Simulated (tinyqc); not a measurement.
Charge stability of a double quantum dot, constant-interaction model with a charge sensor: a scan of gate 1.

Capacitance matrix C = [[C1, -Cm], [-Cm, C2]], C1 = G1 + X1 + Cm + L1, C2 = G2 + X2 + Cm + L2. Gate charges n1 = (G1 V1 + X1 V2)/q, n2 = (X2 V1 + G2 V2)/q. The state (N1, N2) has U = (1/2) d^T E d with d = (N1 - n1, N2 - n2) and E = q^2 C^(-1). Leads at 0 V; no tunnel coupling, spin or level spacing. The sensor reads s1 <N1> + s2 <N2>.

Thermal means over all states within two electrons of the gate charges.

Inputs (values chosen for the exercise):
- G1 = 1.9 aF (gate 1 to dot 1)
- G2 = 1.4 aF (gate 2 to dot 2)
- X1 = 0.063 aF (gate 2 to dot 1)
- X2 = 0.42 aF (gate 1 to dot 2)
- Cm = 3.8 aF (between the dots)
- L1 = 9.9 aF (dot 1 to leads and ground)
- L2 = 3.7 aF (dot 2 to leads and ground)
- s1 = 0.83 (sensor weight of dot 1)
- s2 = 0.32 (sensor weight of dot 2)
- T = 5.9 K (temperature)
- V2 = 19.2 mV (voltage of gate 2)

Constants: q = 1.602176634e-19 C, kB = 1.380649e-23 J/K, Vt = kB T/q. Results are converted to the units shown.

A scan of gate 1:
```
V1 (mV)   <N1>   <N2>  sensor  N1 of the ground state  N2 of the ground state
55.3     0.998  0.001   0.828                       1                       0
71       1.000  0.001   0.830                       1                       0
86.6     1.001  0.026   0.839                       1                       0
102      1.055  0.367   0.993                       1                       0
118      1.346  0.618   1.315                       1                       1
133      1.667  0.359   1.498                       2                       0
149      1.939  0.563   1.790                       2                       1
165      1.999  0.969   1.969                       2                       1
180      2.000  0.998   1.980                       2                       1
196      2.002  0.999   1.981                       2                       1
211      2.091  0.998   2.055                       2                       1
227      2.909  0.999   2.734                       3                       1
243      2.999  1.000   2.809                       3                       1
```

What does the table show?

The ground state changes 4 time(s) between the rows listed: (1,0) to (1,1); (1,1) to (2,0); (2,0) to (2,1); (2,1) to (3,1). Adding to dot 1 moves the sensor by s1 = 0.83, adding to dot 2 by s2 = 0.32, and a shift from dot 2 to dot 1 by 0.510. Far from triple points dot 1 gains an electron about every q/(G1 + X2 Cm/C2) = 77.4 mV.

tinyqc, about 0.01 s, one thread, Intel Xeon 2.30GHz (shared host): `OMP_NUM_THREADS=1 python tinyqc.py 2470014 2470015 out.jsonl`
